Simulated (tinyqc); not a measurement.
Angle of incidence: periodic multilayer mirror for extreme ultraviolet light.

s polarisation, vacuum above. q_j = sqrt(N_j^2 - sin^2 theta); interface r_jk = (q_j - q_k)/(q_j + q_k) exp(-2 (2 pi/lam)^2 q_j q_k sg^2) (Nevot-Croce; sg = 0 if not given); phase factor of a layer x_j = exp(4 pi i q_j d_j/lam). Each period has the spacer (thickness (1 - Gm) L) on top of the absorber (Gm L). In this recursion R is the amplitude; R in tables and results is the reflectance, its squared modulus. The substrate is of the spacer material. Starting with R = 0 in it, each interface upward gives R -> (r + R x)/(1 + r R x), x that of the layer below the interface (1 for the substrate).

Parameters, chosen for this exercise (optical constants near those of Mo and Si at 13.5 nm; the results hold for these values, not for the real material):
- lam = 13.5 nm (wavelength)
- dA = (0.079, 0.00669) (delta and beta of the absorber, N = 1 - delta + i beta)
- dS = (0.0011, 0.00189) (delta and beta of the spacer and the substrate)
- L = 6.92 nm (period)
- Gm = 0.38 (absorber share of the period)
- sg = 0.4 nm (interface roughness)
- Np = 60 (periods)

Results:
```
theta (degrees)  lam_B (nm)      R
0                    13.415  0.721
2                    13.406  0.721
4                    13.380  0.722
6                    13.337  0.717
8                    13.276  0.691
10                   13.198  0.559
12                   13.102  0.173
14                   12.990  0.116
16                   12.860  0.104
18                   12.714  0.037
20                   12.551  0.020
```

What does the comparison show, and why?

lam_B = 2 L Re(mean q) falls with the angle, from 13.415 to 12.551 nm; the largest value listed is 0.722 at 4 degrees. R stays above 90 % of that value at 0, 2, 4, 6 and 8 degrees, which bounds the cone of light that a mask or mirror with this period accepts.

tinyqc: `OMP_NUM_THREADS=1 python tinyqc.py 1650943 1650944 out.jsonl`; about 0.01 s, one thread, shared Intel(R) Xeon(R) Processor @ 2.30GHz.
